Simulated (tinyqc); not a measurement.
Signal and retention of a DRAM cell: one step of the calculation.

A stored one starts at Vd and leaks: Cs dV/dt = -I(V), I = a sqrt((V + Vb)/(Vd + Vb)) + b, with a = Ig exp[-(Eg1 q/kB)(1/T - 1/T0)] (generation in a depletion layer) and b = Is exp[-(Es q/kB)(1/T - 1/T0)]. The bit line is precharged to Vd/2, and charge sharing gives the signal (V - Vd/2) Cs/(Cs + Cb).

Task. Failing cells. This time is the median of a log-normal spread: failing cells = Nc erfc(z/sqrt 2)/2, z = ln(t/tr)/sg. One failure is expected at the interval where that count equals 1.

Values chosen for this exercise: deviation of ln(retention time) over the cells sg = 0.96; cells Nc = 4.29e9; refresh interval tr = 64 ms.

retention time = 1.7656596 s

Give: z; failing cells; interval for one failure.

Result.

z = 3.456
failing cells = 1.178e6
interval for one failure = 4.461 ms

The weakest cell of the array lies about 6.23 deviations out, a factor of 396 below the median; the chosen interval is longer than that time.

Range of the model: Real arrays also hold a tail of unusually leaky cells and cells whose retention varies in time, which this model lacks.

Numbers from tinyqc (`OMP_NUM_THREADS=1 python tinyqc.py 2130145 2130146 out.jsonl`; about 0.01 s on one thread of a shared Intel Xeon 2.30GHz).
